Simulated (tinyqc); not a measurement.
From results back to parameters: averaged masses of warped heavy- and light-hole bands. Three cases, with inputs chosen for the exercise.

Problem. For B along [111] the central orbits have s = 1/4 all round, so the cyclotron masses are 1/(g1 -/+ sqrt(g2^2 + 3 g3^2)). They are given with the heavy-hole mass along [100], 1/(g1 - 2 g2); g2 and g3 are positive.

Case 1.

heavy and light cyclotron mass for B along [111]; heavy mass along [100] (m0): 0.5463943  0.1594942  0.3257329

Case 2.

heavy and light cyclotron mass for B along [111]; heavy mass along [100] (m0): 0.9072887  0.1108916  0.5376344

Case 3.

heavy and light cyclotron mass for B along [111]; heavy mass along [100] (m0): 0.3585382  0.0413379  0.2004008

Find: g1; sqrt(g2^2 + 3 g3^2); g2; g3.

Solution. The mean of the two inverse cyclotron masses is g1 and half their difference is the root; g2 = (g1 - 1/m[100])/2, and g3 follows.

Case 1.

g1 = 4.05
sqrt(g2^2 + 3 g3^2) = 2.220
g2 = 0.49
g3 = 1.25

Case 2.

g1 = 5.06
sqrt(g2^2 + 3 g3^2) = 3.958
g2 = 1.60
g3 = 2.09

Case 3.

g1 = 13.49
sqrt(g2^2 + 3 g3^2) = 10.701
g2 = 4.25
g3 = 5.67

Computed by tinyqc, one run a case: `OMP_NUM_THREADS=1 python tinyqc.py N N+1 out.jsonl` with N = 1081324, 1081332, 1081335; one thread of a shared Intel(R) Xeon(R) Processor @ 2.30GHz, about 0.04 s a run at most.
